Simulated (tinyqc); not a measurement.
Gas flow in a process chamber: flow regimes, conductance, effective pumping speed, pump-down, outgassing and purge: one step, computed by the program tinyqc. Command: `OMP_NUM_THREADS=1 python tinyqc.py 3120701 3120702 out.jsonl pump walk`. One thread of a shared host (Intel(R) Xeon(R) Processor @ 2.30GHz), about 0.08 s of CPU time with the checks.

Ideal gas, isothermal flow, a pump of constant speed at the end of a round pipe; process gas, volume gas and outgassing are given the same properties. 1 sccm = 101325 Pa x 1e-6 m^3/60 s x T/273.15 K.

Problem. Purging a well-mixed chamber. With steady flow a contaminant decays as exp(-t/residence time); gas used = flow x time.

Inputs (values chosen for the exercise, modelled on water vapour near room temperature): temperature T = 300 K; process gas flow = 36 sccm.

residence time = 2.818280 s

Give: time to dilute 1e3 times; time to dilute 1e6 times; gas used for 1e6.

Solution.

time to dilute 1e3 times = 19.468 s

time to dilute 1e6 times = 38.936 s

gas used for 1e6 = 23.362 standard cm^3
